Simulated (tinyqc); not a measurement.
# Bloch-Grueneisen resistivity of a metal, step by step

A worked calculation. Computed by tinyqc, a small Python program that keeps every step. Command: `OMP_NUM_THREADS=1 python tinyqc.py 3007734 3007735 out.jsonl bg walk`. One thread of a shared host (Intel(R) Xeon(R) Processor @ 2.30GHz), about 0.01 s of CPU time with the checks. Intermediate numbers are printed to about 6 digits and carried at full precision; extremes and crossings named in words are read from the listed rows.

Electrons scatter from a Debye spectrum of phonons (n = 5 for scattering within one band, n = 3 for scattering into a second, heavy band) and from static defects.

Inputs (values chosen for the exercise, modelled on nickel):

| quantity | value | unit |
|---|---|---|
| exponent n | 3 | - |
| Debye temperature Theta | 396 | K |
| transport coupling lambda_tr | 0.26 | - |
| Drude plasma energy hbar w_p | 6.3 | eV |
| residual resistivity rho_0 | 0.55 | microohm cm |
| temperature T | 20 | K |
| saturation resistivity | 170 | microohm cm |

Addition: saturation.

Constants: k_B = 1.380649e-23 J/K; hbar = 1.054571817e-34 J s; eps_0 = 8.8541878128e-12 F/m; hbar = 6.582119569e-16 eV s; k_B = 8.617333262e-05 eV/K.

## Scale of the phonon resistivity

rho_ph = (n - 1) rho_1 (T/Theta)^n J_n(Theta/T), with rho_1 = 2 pi lambda_tr k_B Theta/(hbar eps_0 w_p^2), the high-temperature line at T = Theta.

rho_1 = 10.4414 microohm cm

## The integral and the phonon part

J_n(y) = int_0^y x^n e^x/(e^x - 1)^2 dx, by 96 Gauss-Legendre points (upper limit at most 60).

Theta/T = 19.8

J_n = 7.21232

phonon resistivity rho_ph = 0.0194029 microohm cm

This is 3.68 % of the straight line rho_1 T/Theta.

## Total resistivity and derived numbers

Parallel-resistor saturation: 1/rho = 1/(rho_0 + rho_ph) + 1/rho_sat. Temperature coefficient (1/rho) d rho/dT by a central difference of +/- 0.5 K; residual ratio rho(295 K)/rho(4.2 K); scattering time tau = 1/(eps_0 w_p^2 rho); Wiedemann-Franz kappa = L_0 T/rho, L_0 = (pi^2/3)(k_B/e)^2.

resistivity rho = 0.567502 microohm cm

temperature coefficient = 5.09528 1e-3/K

residual resistance ratio = 13.5617

scattering time = 217.237 fs

Wiedemann-Franz conductivity = 86.0968 W/(m K)

The coefficient is 0.102 times 1/T; the temperature-independent part dilutes it.

## Limits of the phonon part

Low T: (n - 1) n! zeta(n) rho_1 (T/Theta)^n. High T: rho_1 (T/Theta) [1 - (n - 1)/(12 (n + 1)) (Theta/T)^2].

Resistivities (microohm cm):

| T (K) | rho_ph | low-T law | straight line | line with correction | total rho |
|---|---|---|---|---|---|
| 12 | 4.19104e-03 | 4.19104e-03 | 0.3164 | - | 0.5524 |
| 20 | 1.94029e-02 | 1.94030e-02 | 0.5273 | - | 0.5675 |
| 32 | 7.93612e-02 | 7.94745e-02 | 0.8437 | - | 0.6270 |
| 48 | 2.60246e-01 | 2.68226e-01 | 1.2656 | - | 0.8064 |
| 79 | 9.32649e-01 | 1.19580e+00 | 2.0830 | - | 1.4698 |
| 140 | 2.72523e+00 | 6.65521e+00 | 3.6914 | 2.4608 | 3.2133 |
| 200 | 4.51274e+00 | 1.94030e+01 | 5.2734 | 4.4120 | 4.9163 |
| 320 | 7.92536e+00 | 7.94745e+01 | 8.4375 | 7.8991 | 8.0729 |
| 480 | 1.23053e+01 | 2.68226e+02 | 12.6562 | 12.2973 | 11.9515 |
| 790 | 2.06137e+01 | 1.19580e+03 | 20.8300 | 20.6119 | 18.8207 |

The low-T law holds to 10 % up to 48 K, the straight line from 320 K on. The local exponent of rho_ph falls from 3.00 to 1.04. Phonons overtake the residual resistivity between 48.0 and 79.0 K. Saturation lowers the last total by 11.1 %.

Checks made by the program: J_n at large argument against n! zeta(n) (relative difference below 1e-10).
